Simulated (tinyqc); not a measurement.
One-electron ion in a basis of Gaussians, step by step. Computed by tinyqc, a small Python program that keeps every step. Settings: Z = 5, l = 2. Command: `OMP_NUM_THREADS=1 python tinyqc.py 28021 28022 out.jsonl` (the two numbers bound the seeds that draw the settings). One thread of a shared host (Intel(R) Xeon(R) Processor @ 2.60GHz), about 0.01 s of CPU time with the checks.

## Matrices over normalised Gaussians

exponents of r^l exp(-a r^2) (1/bohr^2): 0.085490  0.332500  1.294000  5.032000  19.570000

Z = 5

l = 2

With p = a_i + a_j and I(k) = Gamma((k+1)/2) / (2 p^((k+1)/2)): S = I(2l+2), T = (2l+3) a_i a_j S / p, V = -Z I(2l+1), each divided by sqrt(S_ii S_jj).

S, lower triangle:
```
          1         2         3         4         5
1  1.000000
2  0.471532  1.000000
3  0.077862  0.471233  1.000000
4  0.008527  0.077881  0.471611  1.000000
5  0.000827  0.008528  0.077962  0.471562  1.000000
```

T (hartree), lower triangle:
```
          1         2         3          4          5
1  0.299215
2  0.224466  1.163750
3  0.043707  0.872582  4.529000
4  0.005018  0.170034  3.398034  17.612000
5  0.000493  0.019517  0.662381  13.212885  68.495000
```

V (hartree), lower triangle:
```
           1          2          3          4           5
1  -1.244218
2  -0.917315  -2.453774
3  -0.275176  -1.808369  -4.840675
4  -0.058044  -0.542778  -3.569212  -9.545729
5  -0.011033  -0.114479  -1.071532  -7.037973  -18.824966
```

## Generalised eigenproblem

H = T + V (hartree), lower triangle:
```
           1          2          3         4          5
1  -0.945003
2  -0.692849  -1.290024
3  -0.231468  -0.935787  -0.311675
4  -0.053026  -0.372745  -0.171178  8.066271
5  -0.010541  -0.094962  -0.409150  6.174913  49.670034
```

Solve H C = S C e through S^(-1/2); each column has its largest component positive (the first on a tie).

eigenvalues of S: 0.268689  0.496026  0.896401  1.425265  1.913618

eigenvalues (hartree): -1.381190  -0.770086  0.585608  10.838349  60.496613

coefficients:
```
          1          2          3          4          5
1  0.141532   1.081544   0.376867  -0.082510   0.025042
2  0.801790  -0.475274  -0.912361   0.266269  -0.081749
3  0.225506  -0.187560   1.105953  -0.692354   0.228055
4  0.010777  -0.006239   0.012544   1.186263  -0.610053
5  0.001223  -0.001110   0.006967  -0.053620   1.156045
```

For Z = 5 and l = 2 the exact lowest level is -Z^2/(2 n^2) with n = l + 1: -1.388889 hartree.
